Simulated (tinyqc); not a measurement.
RHF in the sto-6g basis, for BeH2, spin multiplicity 1, step by step. One step of it, computed by the program tinyqc.

Problem. Iteration 2: DIIS coefficients. Solve [B -1; -1 0][c; lambda] = [0; -1] for the coefficients, which sum to one.

B (overlaps of the stored error matrices):
```
,1,2
1,1.7987885e+00,9.7841812e-02
2,9.7841812e-02,8.2249092e-03
```

Give: DIIS coefficients.

Solution.

DIIS coefficients: -0.0556  1.0556
